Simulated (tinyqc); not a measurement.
Changing the density rho_2: longitudinal sound in a periodic multilayer: transfer matrices, stop bands and folded phonons. Computed by tinyqc, a small Python program. Command: `OMP_NUM_THREADS=1 python tinyqc.py 3012399 3012400 out.jsonl multilayer sweep`. One thread of a shared host (Intel(R) Xeon(R) Processor @ 2.30GHz), about 0.01 s of CPU time with the checks.

Layers 1 and 2 repeat with period d = d_1 + d_2; waves travel normal to the layers, without loss. State vector (u, s): displacement u and stress divided by omega. Impedances Z = rho v are in 1e6 kg/(m^2 s).

Inputs (values chosen for the exercise, modelled on aluminium (layer 1), tungsten (layer 2) and silica (substrate)):
```
quantity            value    unit
density rho_1        2.71  g/cm^3
velocity v_1         6310     m/s
thickness d_1        3.29      nm
velocity v_2         5170     m/s
thickness d_2        6.98      nm
substrate density    2.22  g/cm^3
substrate velocity   5880     m/s
periods N              20       -
```

Method:
- Z = rho v; interface reflection r = (Z_2 - Z_1)/(Z_2 + Z_1) (stress amplitude, from 1 into 2); Bragg frequency f_B = 1/[2 (d_1/v_1 + d_2/v_2)]; long-wave velocity v_eff = d/sqrt[(d_1/v_1)^2 + (d_2/v_2)^2 + (Z_1/Z_2 + Z_2/Z_1)(d_1/v_1)(d_2/v_2)].
- A layer maps (u, s) by [[cos p, sin p/Z], [-Z sin p, cos p]], p = 2 pi f d_i/v_i; one period is M = M_2 M_1, and cos(q d) = trace(M)/2.
- For N periods A = M^N. A wave comes from a thick layer of material 1 and leaves into the substrate (Z_s): transmitted power T = 4 Z_1 Z_s/|Z_1 A_22 + Z_s A_11 - i (Z_1 Z_s A_12 - A_21)|^2, reflected power R = 1 - T.
- Gap m contains m f_B; its edges, where trace(M)/2 = (-1)^m, are found by root search. Weak-contrast estimate of the width: (4 f_B/pi) |r sin(m pi a)|, a = (d_1/v_1)/(d_1/v_1 + d_2/v_2).

One run for each value; columns: (1) density rho_2 (g/cm^3); (2) width/f_B (%); (3) transmitted power at f_B; (4) interface reflection r; (5) long-wave velocity v_eff (m/s):
```
(1)       (2)         (3)      (4)     (5)
3.64    4.678  1.5525e-01  0.04785  5482.5
5.12   21.142  4.4091e-06  0.21506  5383.7
7.20   36.852  9.7966e-11  0.37044  5167.2
10.10  51.274  1.8101e-15  0.50661  4855.0
14.30  64.587  1.7698e-20  0.62430  4460.7
20.10  76.031  1.5333e-25  0.71739  4031.9
28.20  85.874  9.9472e-31  0.79005  3591.1
39.70  94.363  4.1106e-36  0.84619  3154.0
```

What does the table show, and why?

Over the rows, width/f_B (%) rises from 4.68 to 94.4 (exponent d ln y / d ln x 4.4 between the first rows and 0.28 between the last); transmitted power at f_B falls from 0.155 to 4.11e-36 (exponent d ln y / d ln x -31 between the first rows and -36 between the last); interface reflection r rises from 0.0478 to 0.846 (exponent d ln y / d ln x 4.4 between the first rows and 0.20 between the last). Contrast widens the gap and deepens it; it also slows long waves, since the soft layer sets the stiffness and the heavy one the mass.

Caution (rows 7.20, 10.1, 14.3, 20.1, 28.2, 39.7): so small a transmitted power at f_B holds only for perfect layers and strictly normal incidence.
